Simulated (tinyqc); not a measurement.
What moves the results: band offset from the macroscopic average of a supercell potential. A value that a table varies takes the place of the one given here.

A model of the planar-averaged electrostatic energy of an electron in a periodic cell of N1 periods of A (L1 = N1 n1 h) and N2 periods of B (L2 = N2 n2 h), on z_j = j h: V(z) = f VA + (1 - f) VB + F t(z), VA = V1[0] + V1[1] cos(2 pi z/(n1 h)) + V1[2] cos(4 pi z/(n1 h)), VB the same with V2, n2 and z - L1. f = [tanh(z/w) - tanh((z - L1)/w) + tanh((z - L1 - L2)/w)]/2 + 1/2; t(z) = z - L1/2 in A and (L1/L2)(L1 + L2/2 - z) beyond, so that the cell is periodic.

Running mean over n points, periodic: for odd n the plain mean of the n points centred on j; for even n the n + 1 points with half weight at both ends. The macroscopic average applies the mean over n1 points and then over n2 points.

dEv = Ev(A) - Ev(B) = Ev1 - (dV + Ev2); dEc = Ec(B) - Ec(A) = Eg2 - Eg1 - dEv. The correction of a gap, c = Eg[1] - Eg[0], lowers the valence top by fv c and leaves dV, a ground-state quantity, as it is. Type I: dEv and dEc of one sign; II: opposite signs; III: no overlap of the gaps.

Values chosen for the exercise (gaps near those of InAs and GaSb; the results hold for these values, not for the real material): h = 0.35 angstrom (grid step); n1 = 5 (grid points per period of A); n2 = 5 (grid points per period of B); V1 = (-8.83, 3.06, -0.83) eV (mean and two harmonics of the potential in A); V2 = (-11.1, 1.44, 0.59) eV (the same in B); w = 0.33 angstrom (width of the interfaces); N1 = 5 (periods of A); N2 = 5 (periods of B); F = 0 eV/angstrom (slope in A from opposite charges on the two interfaces); Ev1 = 3.3 eV (valence top of bulk A above its mean potential); Eg1 = (0.05, 0.42) eV (gap of A: semi-local value, corrected value); Ev2 = 6.47 eV (valence top of bulk B above its mean potential); Eg2 = (0.1, 0.84) eV (gap of B: semi-local value, corrected value).

## How thick the regions must be

N1 = N2 = N, no slope (F = 0); dV is read at j = floor(N n1/2) and N n1 + floor(N n2/2). The exact value is V2[0] - V1[0].

Results:

| N | L1 (angstrom) | dV (eV) | error (meV) |
|---|---|---|---|
| 1 | 1.75 | -0.6539 | 1616.13 |
| 2 | 3.50 | -2.1995 | 70.50 |
| 3 | 5.25 | -2.2697 | 0.30 |
| 4 | 7.00 | -2.2700 | 0.00 |
| 5 | 8.75 | -2.2700 | 0.00 |
| 6 | 10.50 | -2.2700 | 0.00 |

The error is below 10 meV from N = 3 on. The two windows together span 3.50 angstrom and must fit between the interface tails, which fall as exp(-2 z/w); the errors at N = 2, 3 and 4 are 70.50, 0.30 and 0.00 meV.

## The choice of windows

dV read at j = 12 and 37 after means over the numbers of points listed; ripple is the spread over the five points around each.

Results:

| windows | dV (eV) | ripple in A (meV) | ripple in B (meV) |
|---|---|---|---|
| none | -0.521 | 4962 | 3013 |
| 5 only | -2.270 | 0 | 0 |
| 6 only | -2.424 | 776 | 330 |
| 6, 6 | -2.245 | 99 | 48 |
| 5, 5 | -2.270 | 0 | 0 |

Which rows can be used, and how does a wrong window show?

The last row matches both periods and lies 0 meV from the value of a thick cell, V2[0] - V1[0] = -2.270 eV. Against it the raw potential errs by +1.75 eV. Within 20 meV of it lie: 5 only. A window one point too long leaves a ripple of 776 meV in A, against 0 meV in the last row: the ripple is the sign to look for. Rows to use, with under 30 meV of ripple in both regions once the tilt is taken off: 5 only and 5, 5. A row with a large ripple can hit the right value only by chance.

## Where the gap correction goes

dV = B - A = -2.2700 eV

fv1 and fv2 are varied.

Offsets (eV):

| fv1 | fv2 | dEv | dEc |
|---|---|---|---|
| 0.0 | 0.0 | -0.900 | 1.320 |
| 0.5 | 0.5 | -0.715 | 1.135 |
| 1.0 | 1.0 | -0.530 | 0.950 |
| 0.0 | 1.0 | -0.160 | 0.580 |
| 1.0 | 0.0 | -1.270 | 1.690 |
| 0.3 | 0.7 | -0.493 | 0.913 |

dEv + dEc = 0.420 eV in every row, but dEv alone spans 1.11 eV, the sum of the two corrections. A scissor on the conduction bands alone (first row) keeps the semi-local dEv; with equal shares fv the shift is fv times the difference of the corrections, +0.37 eV, against their sum of 1.11 eV: with like shares the error cancels only in part.

tinyqc: `OMP_NUM_THREADS=1 python tinyqc.py 1881275 1881276 out.jsonl`; about 0.01 s, one thread, shared Intel(R) Xeon(R) Processor @ 2.30GHz.
